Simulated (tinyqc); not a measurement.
Ways to reach the isolated limit: finite-size error of a charged defect in a periodic cell: Madelung and Makov-Payne terms. Computed by tinyqc, a small Python program. Command: `OMP_NUM_THREADS=1 python tinyqc.py 3026580 3026581 out.jsonl imagecharge walk`. One thread of a shared host (Intel(R) Xeon(R) Processor @ 2.30GHz), about 0.08 s of CPU time with the checks.

L is the cube root of the cell volume. The defect charge is a Gaussian, rho(r) = q (2 pi sigma^2)^(-3/2) exp(-r^2/2 sigma^2), repeated periodically in a uniform neutralising background and screened by a continuum. The model cell energy is E(L) = E_0 + [periodic - isolated electrostatic energy].

Inputs (values chosen for the exercise, for a model uniaxial host):
```
quantity                                     value      unit
charge q                                         2         e
cell length L                                 14.6  angstrom
dielectric constant eps_xy                    20.4         -
dielectric constant eps_z                     22.7         -
axis ratio c/a                                1.55         -
width sigma of the defect charge              0.81  angstrom
formation energy of the isolated defect E_0  1.949        eV
```

Supercell lattice: tetragonal. Screening: uniaxial.

scatter added to the six cells, standing for numerical noise (meV): -8.4  -15  -6.1  -13  5.5  7.4

Constants: e^2/(4 pi eps_0) = 14.39964548 eV angstrom.

Method:
- Cell vectors: (1,0,0), (0,1,0), (0,0,c/a), scaled to volume L^3.
- Ewald sum for a unit point charge: scale each Cartesian component of the cell by 1/sqrt(eps_i), giving R', G' and V'; E = [ (1/2) sum erfc(eta R')/R' + (2 pi/V') sum exp(-G'^2/4 eta^2)/G'^2 - eta/sqrt(pi) - pi/(2 V' eta^2) ] e^2/(4 pi eps_0) / sqrt(eps_x eps_y eps_z), over n_i = -6..6, omitting n = (0,0,0), eta = 2/V'^(1/3). alpha = -2 E eps_g L/(e^2/(4 pi eps_0)), eps_g = (eps_x eps_y eps_z)^(1/3).
- Periodic energy of the Gaussian: (2 pi q^2/V) sum_(G != 0) exp(-sigma^2 G^2)/(G.eps.G) x e^2/(4 pi eps_0), n_i = -k..k with k = max(9, L/sigma rounded up). Isolated energy: q^2/(2 sqrt(pi) sigma) <1/(n.eps.n)> e^2/(4 pi eps_0), the mean over directions n (64 Gauss-Legendre points in cos(theta)).
- Cells of the same shape with L scaled by 0.7, 0.85, 1, 1.25, 1.5 and 2; the scatter is added to E(L).
- The point-charge correction scales as 1/L from its value at the input L.
- Least-squares fits of E(L) to a + b/L, a + c/L^3 or a + b/L + c/L^3; the estimate is a, and errors are against E_0.

Scaling data:
```
L (angstrom)  1/L (1/angstrom)  E(L) (eV)  E(L) + point-charge correction (eV)
10.22                0.0978474    1.59380                              1.95156
12.41                0.0805802    1.64550                              1.94012
14.60                0.0684932    1.69623                              1.94666
18.25                0.0547945    1.73758                              1.93793
21.90                0.0456621    1.78866                              1.95561
29.20                0.0342466    1.83165                              1.95687
```

point-charge correction -q^2 E = 0.250434 eV

nearest image = 12.6156 angstrom

Estimates of E_0:
```
way                              estimate (eV)  error (meV)
largest cell, uncorrected               1.8317      -117.35
largest cell, point-charge term         1.9569         7.87
1/L fit, three smallest                 1.9296       -19.43
1/L fit, all six                        1.9557         6.69
1/L^3 fit, all six                      1.8017      -147.26
1/L and 1/L^3, three smallest           2.1203       171.31
1/L and 1/L^3, all six                  1.9899        40.88
corrected data, 1/L^3 fit               1.9494         0.37
```

coefficient b of the full fit = -4.6596 eV angstrom

What does the comparison show, and why?

Best here: corrected data, 1/L^3 fit (+0.4 meV); worst: 1/L and 1/L^3, three smallest (+171 meV). The fitted b is 127.4 % of the Madelung value -q^2 alpha e^2/(8 pi eps_0 eps_g). The three-term fit to three small cells has no spare point and magnifies the scatter.

Extremes, crossings and ranges named in words are read from the listed rows.
